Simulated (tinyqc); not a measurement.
A discretised effective-mass wire between two leads, recursive Green functions: two steps of the calculation.

Finite differences on a grid of step a give a chain with hopping -t, t = C/(m a^2), C = hbar^2/(2 m0), and site energies 2 t + U_i for the N = 7 sites of the device; the semi-infinite leads have site energy 2 t. Each slice is one site, and V = -t couples neighbouring slices.

Values chosen for this exercise: effective mass m = 0.2 m0; grid step a = 0.46 nm; potential on the sites 1 to N U = [0.61, 0.61, 0, 0, 0, 0.61, 0.61] eV; energy above the band bottom of the leads E = 0.262 eV.

Constants: q = 1.602176634e-19 C, hbar = 1.054571817e-34 J s, m0 = 9.1093837015e-31 kg, hbar^2/(2 m0) = 0.0380998212 eV nm^2. Results are converted to the units shown.

Question 1. Forward pass. Forward pass: g_1 = (E - H_1 - Sigma)^(-1), g_i = (E - H_i - V g_(i-1) V^dagger)^(-1), with Sigma also subtracted on the last slice; G_(i,1) = g_i V G_(i-1,1), starting from g_1. H_i is the block of slice i, its site energy.

Sigma = -0.76927933-0.46766674i eV

Find: g_i; G_(i,1) of the forward pass.

Answer 1.

| site | g_i (1/eV) | G_(i,1) of the forward pass (1/eV) |
|---|---|---|
| 1 | -0.650-0.220i | -0.650-0.220i |
| 2 | -0.609-0.067i | -0.343-0.160i |
| 3 | -0.955-0.050i | -0.288-0.153i |
| 4 | -1.304-0.069i | -0.328-0.198i |
| 5 | -2.048-0.237i | -0.564-0.434i |
| 6 | -1.773-0.697i | -0.628-1.047i |
| 7 | 0.054-0.966i | 0.941-0.494i |

Question 2. Backward pass. Backward pass: G_NN = g_N, G_ii = g_i + g_i V^dagger G_(i+1,i+1) V g_i; local density of states -Im G_ii/pi on each site.

| site | g_i (1/eV) |
|---|---|
| 1 | -0.6502588-0.2204807i |
| 2 | -0.6093044-0.0671485i |
| 3 | -0.9546076-0.0497299i |
| 4 | -1.3038310-0.0687099i |
| 5 | -2.0481863-0.2367428i |
| 6 | -1.7734645-0.6966124i |
| 7 | 0.0543691-0.9656748i |

Find: G_ii; local density of states.

Answer 2.

| site | G_ii (1/eV) | local density of states (1/eV) |
|---|---|---|
| 1 | 0.054-0.966i | 0.3074 |
| 2 | 0.278-2.670i | 0.8498 |
| 3 | 0.982-8.974i | 2.8566 |
| 4 | 1.348-12.257i | 3.9015 |
| 5 | 0.982-8.974i | 2.8566 |
| 6 | 0.278-2.670i | 0.8498 |
| 7 | 0.054-0.966i | 0.3074 |

A site of an infinite clean chain has 1/(pi sqrt(4 t^2 - x^2)) = 0.340 1/eV at this energy (x counted from the band centre); the device goes from 0.307 (site 1) to 3.90 (site 4).

Program tinyqc, `OMP_NUM_THREADS=1 python tinyqc.py 2660040 2660041 out.jsonl`; Intel Xeon 2.30GHz, shared host, one thread, about 0.01 s.
